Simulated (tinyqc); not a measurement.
# Donor in an ellipsoidal valley (Kohn-Luttinger variational method), step by step

A worked calculation. Computed by tinyqc, a small Python program that keeps every step. Command: `OMP_NUM_THREADS=1 python tinyqc.py 3003518 3003519 out.jsonl kohnlutt walk`. One thread of a shared host (Intel(R) Xeon(R) Processor @ 2.30GHz), about 0.02 s of CPU time with the checks. Intermediate numbers are printed to about 5 digits and carried at full precision; extremes and crossings named in words are read from the listed rows.

H = -(d^2/dx^2 + d^2/dy^2) - gamma d^2/dz^2 - 2/r in units built on m_t, with gamma = m_t/m_l and z along the valley axis. One valley; no valley-orbit or central-cell term.

Inputs (values chosen for the exercise, for a model semiconductor): transverse mass m_t = 0.121 m_0; longitudinal mass m_l = 0.181 m_0; dielectric constant eps = 8.99; trial ratio b/a = 0.57; observed depth chosen for 1s = 60.1 meV.

Constants: Ry = 13.605693123 eV; a_0 = 0.529177210903 angstrom; h x 1 THz = 4.135667696 meV.

## Effective units

Ry* = Ry m_t/eps^2, a* = a_0 eps/m_t, gamma = m_t/m_l.

Ry* = 20.370 meV

a* = 39.317 angstrom

gamma = 0.66851

## Energy at a trial ratio

Trial function exp(-sqrt((x^2 + y^2)/a^2 + z^2/b^2)) with beta = b/a < 1: E = t/a^2 - u/a, t = (2 + gamma/beta^2)/3, u = 2 arcsin(sqrt(1 - beta^2))/sqrt(1 - beta^2); the best a is 2 t/u and E(beta) = -u^2/(4 t).

t = 1.3525

u = 2.3472

best a = 1.1525 a*

E(beta) = -1.0184 Ry*

## Minimum over the ratio

Golden-section search on beta from 0.05 to 0.999, 60 steps.

Search, first ten steps; c and d are the inner points:
```
step      low     high        c  E(c) (Ry*)        d  E(d) (Ry*)
1     0.05000  0.99900  0.41249     -0.8002  0.63651     -1.0720
2     0.41249  0.99900  0.63651     -1.0720  0.77497     -1.1292
3     0.63651  0.99900  0.77497     -1.1292  0.86054     -1.1378
4     0.77497  0.99900  0.86054     -1.1378  0.91343     -1.1359
5     0.77497  0.91343  0.82786     -1.1364  0.86054     -1.1378
6     0.82786  0.91343  0.86054     -1.1378  0.88074     -1.1377
7     0.82786  0.88074  0.84806     -1.1375  0.86054     -1.1378
8     0.84806  0.88074  0.86054     -1.1378  0.86826     -1.1378
9     0.86054  0.88074  0.86826     -1.1378  0.87303     -1.1378
10    0.86054  0.87303  0.86531     -1.1378  0.86826     -1.1378
```

best beta = 0.86647

radius a of the 1s trial function = 36.179 angstrom

radius b of the 1s trial function = 31.348 angstrom

1s binding energy, trial function = 23.177 meV

The envelope is flattened along the heavy axis; beta is close to gamma^(1/3) = 0.874.

## Levels from a Gaussian basis

Gaussian basis: g = P exp(-al (x^2 + y^2) - be z^2) with P = 1 (s-like), z (2p0) or x (2p+-); al = 0.004 x 2.6^k, k = 0..11, and be/al = 1, gamma^(-1/2) or 1/gamma (36 functions); 1/r = (2/sqrt(pi)) int exp(-t^2 r^2) dt by 48 Gauss-Legendre points after t = sqrt(al_i + al_j) tan(theta); overlap eigenvalues below 1e-10 are dropped.

1s binding energy, Gaussian basis = 23.179 meV

2p0 binding energy = 6.4389 meV

2p+- binding energy = 5.4944 meV

The two-parameter trial function recovers 99.99 % of the 1s binding of the larger basis. 2p0, with its lobes along the heavy axis, is bound 1.17 times as strongly as 2p+-.

## Optical lines and the chemical shift

With an observed depth of 1s, the lines are 1s -> 2p0 = depth - E(2p0) and 1s -> 2p+- = depth - E(2p+-); the chemical shift is depth - E(1s, Gaussian basis); 1 meV = 1 THz/4.135667696.

line 1s -> 2p0 = 53.661 meV

line 1s -> 2p+- = 54.606 meV

chemical shift = 36.921 meV

frequency of the line 1s -> 2p+- = 13.204 THz

The spacing of the two lines, 0.944 meV, does not depend on the depth, so it is the same for every donor in this host.

## Which single mass stands for the valley

A hydrogenic level is Ry m/eps^2 for one mass m; errors are against the Gaussian basis.

1s binding energy:
```
rule                                      mass (m_0)  binding (meV)  error (%)
transverse mass                              0.12100         20.370    -12.118
conductivity mass 3/(2/m_t + 1/m_l)          0.13603         22.900     -1.201
density-of-states mass (m_t^2 m_l)^(1/3)     0.13838         23.296      0.507
longitudinal mass                            0.18100         30.471     31.459
trial function with a and b                        -         23.177     -0.005
mass that fits 1s                            0.13769         23.179      0.000
```

The conductivity mass, which is what a spherical trial function (a = b) gives, falls short by 1.2 %, as a restricted variational bound must; the density-of-states mass is off by +0.5 %. The mass that fits lies between the two.

## Levels against anisotropy

The trial energy is minimised over beta by golden section from 0.05 to 0.999, 60 steps.

Binding energies (Ry*):
```
gamma  1s, trial  1s, Gaussians      2p0     2p+-
0.17      1.6408         1.6436  0.63137  0.32873
0.33      1.3930         1.3939  0.46090  0.30193
0.67      1.1371         1.1371  0.31570  0.26963
0.77      1.0887         1.0887  0.29158  0.26290
0.88      1.0430         1.0430  0.26973  0.25635
```

As gamma falls from 0.88 to 0.17, 1s deepens from 1.043 to 1.644 Ry*, on the way from the hydrogen value 1 to the two-dimensional limit 4; 2p+- moves from 0.256 to 0.329 (limits 1/4 and 4/9), while 2p0 climbs from 0.270 to 0.631 and joins 1s as gamma tends to 0. Near gamma = 1 the trial function is almost exact and can pass the Gaussian basis, whose own error is about 3e-5 Ry*.

Checks made by the program: the Gaussian basis at gamma = 1 against 1, 1/4 and 1/4 Ry* (relative difference 3e-05); trial function against Gaussian basis (relative difference 5e-05).
